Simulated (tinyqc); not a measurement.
Electron-beam lithography: double-Gaussian proximity function, edge placement and dose correction for parallel lines: one step, computed by the program tinyqc. Command: `OMP_NUM_THREADS=1 python tinyqc.py 3111220 3111221 out.jsonl proximity walk`. One thread of a shared host (Intel(R) Xeon(R) Processor @ 2.30GHz), about 0.01 s of CPU time with the checks.

Lines are infinitely long. Absorbed energy is counted so that the middle of a very large area written at dose 1 receives 1; the resist develops where it exceeds 1/2.

Problem. Dose to size and latitude. A test line of width w << beta in surroundings of density rho, all at dose d: near its edge E(x) = d [S + eta rho]/(1 + eta), S = [erf((b - x)/alpha) - erf((a - x)/alpha)]/2 for edges a and b, the second term being the background energy. Dose to size d_s = (1 + eta)/(erf(w/alpha) + 2 eta rho), dose = d_s D0; edge slope d [1 - exp(-w^2/alpha^2)]/(sqrt(pi) alpha (1 + eta)); width change per 1 % of dose = 2 x 0.01 x (1/2)/slope.

Inputs (values chosen for the exercise, of the order of those for 50 keV electrons in resist on silicon):
```
quantity                              value               unit
forward range alpha                   0.018         micrometre
backscatter ratio eta                     1                  -
base dose D0                             61  microcoulomb/cm^2
width of the test line                0.049         micrometre
pattern density around the test line   0.46                  -
```

Give: dose to size d_s; dose; edge slope; width change per 1 % of dose; background energy.

Solution.

dose to size d_s = 1.042

dose = 63.55 microcoulomb/cm^2

edge slope = 0.01632 1/nm

width change per 1 % of dose = 0.6129 nm

background energy = 0.2396

The background supplies 48 % of the threshold.
